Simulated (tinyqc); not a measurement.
From results back to parameters: phonon-assisted absorption at an indirect gap. Three cases, with inputs chosen for the exercise.

Problem. One phonon: alpha = A [N (E - Eg + w)^2 + (N + 1)(E - Eg - w)^2], each term only above its threshold, N = 1/(exp(w/kB Tm) - 1). The first two energies lie below the emission threshold and the third above it.

Constants: kB = 8.617333262e-05 eV/K.

Case 1.

Values chosen (out of a larger set: loosely those of Si at room temperature; Eg is not tied to T; not measured data): Es = (1.068, 1.136, 1.199) eV (three photon energies); Tm = 300 K.

alpha at the three energies (1/cm): 0.2318789  3.726496  17.32768

Case 2.

Values chosen (out of a larger set: loosely those of Si at room temperature; Eg is not tied to T; not measured data): Es = (1.102, 1.174, 1.238) eV (three photon energies); Tm = 300 K.

alpha at the three energies (1/cm): 0.1982282  3.232159  14.77100

Case 3.

Values chosen (out of a larger set: loosely those of Si at room temperature; Eg is not tied to T; not measured data): Es = (1.074, 1.144, 1.207) eV (three photon energies); Tm = 250 K.

alpha at the three energies (1/cm): 0.1059886  1.779362  9.932879

Find: slope sqrt(A N); threshold Eg - w; w; Eg; A.

Solution. sqrt(alpha) at the first two energies is a line with slope sqrt(A N) and intercept Eg - w. The excess at the third energy is A N exp(w/kB Tm) (E - (Eg - w) - 2w)^2, which has one root w with the emission threshold between the second and third energies.

Case 1.

slope sqrt(A N) = 21.31 1/(cm^(1/2) eV)
threshold Eg - w = 1.0454 eV
w = 56.6 meV
Eg = 1.102 eV
A = 3.6e+03 1/(cm eV^2)

Case 2.

slope sqrt(A N) = 18.79 1/(cm^(1/2) eV)
threshold Eg - w = 1.0783 eV
w = 59.7 meV
Eg = 1.138 eV
A = 3.2e+03 1/(cm eV^2)

Case 3.

slope sqrt(A N) = 14.41 1/(cm^(1/2) eV)
threshold Eg - w = 1.0514 eV
w = 57.6 meV
Eg = 1.109 eV
A = 2.8e+03 1/(cm eV^2)

Computed by tinyqc, one run a case: `OMP_NUM_THREADS=1 python tinyqc.py N N+1 out.jsonl` with N = 1680759, 1680816, 1680821; one thread of a shared Intel(R) Xeon(R) Processor @ 2.30GHz, about 0.01 s a run at most.
